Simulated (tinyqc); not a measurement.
Dose and depth of a threshold implant.

Question. A sheet of D acceptors per cm^2 lies at depth xi inside the depleted layer of a body doped Na. In the depletion approximation VT = Vfb + f2 + q D/Cox + gamma sqrt(f2 + Vsb - q D xi/(eps0 eps_r)), gamma = sqrt(2 eps0 eps_r q Na)/Cox, Cox = eps0 eox/tox. Find gamma, D and xi.

Values chosen for this exercise; band and dielectric values close to those of silicon: relative permittivity eps_r = 11.9; acceptor density deep in the body Na = 8.1e15 cm^-3; relative permittivity of the gate insulator (close to zirconium oxide) eox = 25.4; insulator thickness tox = 33 nm; flat-band voltage Vfb = -0.73 V; band bending 2 phiF at threshold f2 = 0.596 V.

Constants: q = 1.602176634e-19 C, eps0 = 8.8541878128e-14 F/cm where lengths are in cm. Results are converted to the units shown.

VT against the source at Vsb = 0 and 1.5 V (V): -0.010690090  0.048096424

Answer. With y^2 = f2 - q D xi/(eps0 eps_r) and d the difference of the thresholds over gamma, sqrt(y^2 + Vsb) - y = d gives y = (Vsb - d^2)/(2 d). The first threshold then gives D, and y^2 gives xi.

gamma = 0.07673 V^0.5
D = 3.300e11 cm^-2
xi = 48.00 nm

tinyqc, about 0.3 s, one thread, Intel Xeon 2.30GHz (shared host): `OMP_NUM_THREADS=1 python tinyqc.py 2080020 2080021 out.jsonl`
